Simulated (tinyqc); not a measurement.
## Permittivity and interface capacitance from two thicknesses

Question. 1/C = t/(eps0 ek) + 2/ci for planar capacitors that differ only in thickness. Find ek, ci and the EOT of the interfaces, 2 x 3.9 eps0/ci.

Constants: eps0 = 8.8541878128e-14 F/cm where lengths are in cm. Results are converted to the units shown.

C at t = 10 and 31 nm (uF/cm^2): [2.2905521, 0.74716889]

Answer. 1/C is a straight line in t: the slope gives ek and the intercept 2/ci. A single thickness would give only the effective permittivity; when the interfaces are a small part of 1/C, ci needs very accurate data.

ek = 26.30
ci = 280.0 uF/cm^2
EOT of the interfaces = 0.02467 nm

Computed by the program tinyqc: `OMP_NUM_THREADS=1 python tinyqc.py 2102192 2102193 out.jsonl`, one thread of a shared Intel Xeon 2.30GHz, about 0.01 s for the whole run.
